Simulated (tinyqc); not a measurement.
Liquidus of a compound AB in a simple-solution melt, liquid-phase epitaxy and vapour pressures: one step, computed by the program tinyqc.

x is the atom fraction of B in the melt. The melt is a simple solution: R T ln gamma_B = W (1 - x)^2, R T ln gamma_A = W x^2, W = a + b T. The solid AB is stoichiometric.

Problem. Layer thickness. Semi-infinite melt (Hsieh): step d = 2 dT sqrt(D t/pi)/(C_S m); ramp d = (4/3) c sqrt(D/pi) t^(3/2)/(C_S m); supercooling is their sum. A melt of depth w can give at most w (undercooling)/(C_S m).

Inputs (values chosen for the exercise, modelled on InAs for the melt):
```
quantity,value,unit
saturation temperature T,1013,K
step dT,11,K
cooling rate c,1.6,K/min
growth time t,0.44,min
diffusivity in the melt D,7.2e-05,cm^2/s
melt depth w,6.3,mm
```

Growth programme: step cooling.

C_S = 1.799170e+22 1/cm^3

slope m = 3.027163e-20 K cm^3

Give: thickness d; largest thickness from this melt; sqrt(D t)/w.

Solution.

thickness d = 9.9359 micrometre

largest thickness from this melt = 127.24 micrometre

sqrt(D t)/w = 0.069203

The layer uses 8 % of what the melt could give.
